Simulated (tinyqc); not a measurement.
Tunnelling through a gate dielectric, WKB transmission and Tsu-Esaki current: dielectrics compared at equal EOT.

Electrons leave the emitter at x = 0. Energies E (motion across the layers) are in eV from the emitter Fermi level; the collector Fermi level lies at -V and offers states at every E. No charge in the dielectric and no image force: F1 = V/t1, U = phi1 - F1 x. With C = hbar^2/(2 m0), kappa = sqrt(m (U - E)/C) where U > E and 0 elsewhere; T(E) = exp(-S), S = 2 times the integral of kappa over x.

A single layer of thickness t1 = EOT eps_r/3.9 for each dielectric, at V = 1.2 V. Each layer adds (2/F) sqrt(m/C) [G(u at its left edge) - G(u at its right edge)] to S, with u = U - E (0 where negative) and G(u) = (2/3) u^1.5. J = J0 times the integral of T(E) N(E) dE, N = ln[(1 + exp(-E/Vt))/(1 + exp((-E - V)/Vt))], J0 = q^2 me m0 kB T/(2 pi^2 hbar^3) (times 1e-4 for A/cm^2 per eV), from E = -Ef to far above the barrier (T = 1 there), by quadrature converged to the digits shown.

Inputs (values chosen for the exercise):
```
symbol  value  unit                                            meaning
T         400     K                                        temperature
Ef        3.9    eV  Fermi energy of the emitter above its band bottom
me       0.26    m0                emitter mass in the supply function
EOT       1.7    nm                         equivalent oxide thickness
```

Constants: q = 1.602176634e-19 C, kB = 1.380649e-23 J/K, hbar = 1.054571817e-34 J s, m0 = 9.1093837015e-31 kg, Vt = kB T/q, hbar^2/(2 m0) = 0.0380998212 eV nm^2. Results are converted to the units shown.

Dielectrics (values chosen for the exercise, close to those of the materials named):

|  | eps_r | phi1 (eV) | m1 (m0) |
|---|---|---|---|
| silicon dioxide | 3.85 | 3.11 | 0.48 |
| silicon nitride | 7.15 | 2 | 0.5 |
| aluminium oxide | 9.2 | 2.72 | 0.39 |
| hafnium oxide | 21.3 | 1.5 | 0.21 |
| zirconium oxide | 26.2 | 1.38 | 0.26 |

Leakage at equal EOT:

|  | t1 (nm) | S at E = 0 | J (A/cm^2) | eps_r sqrt(m1 phi1) |
|---|---|---|---|---|
| silicon dioxide | 1.678 | 18.83 | 2.283 | 4.704 |
| silicon nitride | 3.117 | 26.51 | 1.817e-4 | 7.150 |
| aluminium oxide | 4.010 | 37.24 | 4.503e-9 | 9.476 |
| hafnium oxide | 9.285 | 40.51 | 4.633e-9 | 11.95 |
| zirconium oxide | 11.42 | 51.21 | 6.079e-9 | 15.69 |

What do the numbers show?

From the lowest current to the highest: aluminium oxide, hafnium oxide, zirconium oxide, silicon nitride, silicon dioxide; the span is 8.70 decades. The figure eps_r sqrt(m1 phi1), to which S is proportional at low voltage, gives another order at this voltage.

tinyqc, about 0.02 s, one thread, Intel Xeon 2.30GHz (shared host): `OMP_NUM_THREADS=1 python tinyqc.py 2540018 2540019 out.jsonl`
